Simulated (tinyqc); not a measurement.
# Minimum-mode following (dimer method) and harmonic rate on a two-dimensional model surface, step by step

A worked calculation. Computed by tinyqc, a small Python program that keeps every step. Command: `OMP_NUM_THREADS=1 python tinyqc.py 3030494 3030495 out.jsonl dimer walk`. One thread of a shared host (Intel(R) Xeon(R) Processor @ 2.30GHz), about 0.01 s of CPU time with the checks. Intermediate numbers are printed to about 6 digits and carried at full precision; extremes and crossings named in words are read from the listed rows.

V(x, y) = h u^2 + t x + (kappa/2)(y + c u)^2 with u = x^2/w^2 - 1; the path runs from the minimum near (-w, 0) to that near (w, 0).

Inputs (values chosen for the exercise, for a model surface):

| quantity | value | unit |
|---|---|---|
| height h | 1.4 | eV |
| half width w | 1.3 | angstrom |
| transverse stiffness kappa | 1.9 | eV/angstrom^2 |
| curvature c | 0.77 | angstrom |
| tilt t | -0.076 | eV/angstrom |
| start as a fraction of the way from minimum to saddle | 0.63 | - |
| offset of the start in y | 0.13 | angstrom |
| first angle of the dimer | 20 | degrees |
| half length delta | 0.02 | angstrom |
| step factor eta | 0.084 | angstrom^2/eV |
| mass M | 101 | u |
| temperature T | 200 | K |

Surface: curved double well.

Constants: nu for 1 eV/(angstrom^2 u) = 15.6333042 THz; k_B = 8.617333262e-05 eV/K.

## Stationary points

Newton steps x(new) = x - H^-1 grad V (moves limited to 0.3 angstrom) from (-w, 0), (w, 0) and (0, c) give the two minima and the saddle.

positions (angstrom):
```
               x         y
start   -1.28838   0.01371
end      1.31132  -0.01347
saddle  -0.02294   0.76976
```

energies (eV): start 0.09836, end -0.09923, saddle 1.40087

barrier from the start = 1.30251 eV

## Starting point

R0 = start minimum + fraction x (saddle - minimum) + (0, offset); in practice such a guess comes from a displaced minimum.

R at the start (angstrom): -0.491153  0.620021

phi at the start = 20 degrees

## Dimer step 1

Dimer at R with unit axis N = (cos phi, sin phi) and normal T = (-sin phi, cos phi). Gradients g at R +/- delta N and at R +/- delta T give H N and H T by central differences, (g+ - g-)/(2 delta). With C_N = N.H N, C_T = T.H T and b = T.H N, rotate by theta = (1/2) atan2(-2b, C_T - C_N), the angle of least curvature C = (C_N + C_T)/2 - sqrt((C_N - C_T)^2/4 + b^2). Translate along F = -g + 2 (g.N) N if C < 0, else along F = (g.N) N, with the new axis: R(new) = R + eta F, the move limited to 0.2 angstrom.

C_N, C_T, b (eV/angstrom^2): -1.72170  2.03913  0.46783

rotation theta = -6.98545 degrees

phi after step 1 = 13.0146 degrees

least curvature C = -1.77902 eV/angstrom^2

gradient g (eV/angstrom): 1.35325  -0.07613

effective force F (eV/angstrom): 1.18259  0.66225

R after step 1 (angstrom): -0.391816  0.675650

The curvature is negative, so the force along the axis is inverted.

## Dimer step 2

The formulas are those given above.

C_N, C_T, b (eV/angstrom^2): -2.29886  1.98922  0.29213

rotation theta = -3.87946 degrees

phi after step 2 = 9.13509 degrees

least curvature C = -2.31867 eV/angstrom^2

gradient g (eV/angstrom): 1.12094  -0.04637

effective force F (eV/angstrom): 1.04990  0.39544

R after step 2 (angstrom): -0.303625  0.708867

The curvature is negative, so the force along the axis is inverted.

## All steps

R0 = start minimum + fraction x (saddle - minimum) + (0, offset). Stop when |g| is below 1e-5 eV/angstrom, after 150 steps at most.

Course of the dimer:

| step | x (angstrom) | y (angstrom) | E above the start (eV) | C (eV/angstrom^2) | \|g\| (eV/angstrom) |
|---|---|---|---|---|---|
| 1 | -0.491153 | 0.620021 | 0.96934 | -1.77902 | 1.35539e+00 |
| 2 | -0.391816 | 0.675650 | 1.08918 | -2.31867 | 1.12190e+00 |
| 3 | -0.303625 | 0.708867 | 1.17649 | -2.71779 | 8.86015e-01 |
| 4 | -0.231851 | 0.728556 | 1.23189 | -2.97393 | 6.75401e-01 |
| 5 | -0.176388 | 0.740497 | 1.26419 | -3.12552 | 5.03246e-01 |
| 6 | -0.134793 | 0.748035 | 1.28212 | -3.21133 | 3.69959e-01 |
| 7 | -0.104122 | 0.753036 | 1.29179 | -3.25876 | 2.69941e-01 |
| 8 | -0.081717 | 0.756527 | 1.29691 | -3.28462 | 1.96187e-01 |
| 9 | -0.065437 | 0.759084 | 1.29960 | -3.29856 | 1.42321e-01 |
| ... | ... | ... | ... | ... | ... |
| 45 | -0.022943 | 0.769742 | 1.30251 | -3.30892 | 3.52708e-05 |
| 46 | -0.022943 | 0.769745 | 1.30251 | -3.30891 | 2.96367e-05 |
| 47 | -0.022943 | 0.769747 | 1.30251 | -3.30891 | 2.49034e-05 |
| 48 | -0.022943 | 0.769749 | 1.30251 | -3.30891 | 2.09266e-05 |
| 49 | -0.022943 | 0.769751 | 1.30251 | -3.30890 | 1.75852e-05 |
| 50 | -0.022943 | 0.769752 | 1.30251 | -3.30890 | 1.47776e-05 |
| 51 | -0.022943 | 0.769754 | 1.30251 | -3.30890 | 1.24183e-05 |
| 52 | -0.022943 | 0.769755 | 1.30251 | -3.30890 | 1.04358e-05 |
| 53 | -0.022943 | 0.769756 | 1.30251 | -3.30889 | 8.76987e-06 |

final position (angstrom): -0.022943  0.769756

steps = 53

final |g| = 8.76987e-06 eV/angstrom

Converged in 53 steps on the saddle found by Newton steps.

## Curvatures and frequencies

Diagonalise the Hessian at the start minimum and at the saddle; nu = 15.6333042 THz x sqrt(|lambda|/M).

Hessian at the minimum (eV/angstrom^2):
```
          1         2
1   9.06908  -2.23065
2  -2.23065   1.90000
```

Hessian at the saddle (eV/angstrom^2):
```
          1         2
1  -3.30968  -0.03972
2  -0.03972   1.90000
```

eigenvalues at the minimum (eV/angstrom^2): 1.26261  9.70647

eigenvalues at the saddle (eV/angstrom^2): -3.30999  1.90030

frequencies at the minimum (THz): 1.74793  4.84642

frequencies at the saddle (the first is imaginary) (THz): 2.83011  2.14438

## Harmonic rate

Vineyard prefactor nu* = nu1 nu2 (minimum)/nu2 (saddle); k = nu* exp(-E_b/(k_B T)).

prefactor nu* = 3.95043 THz

rate k = 5.95390e-21 1/s

Checks made by the program: energy at the dimer end point against that of the Newton saddle (relative difference below 1e-10).
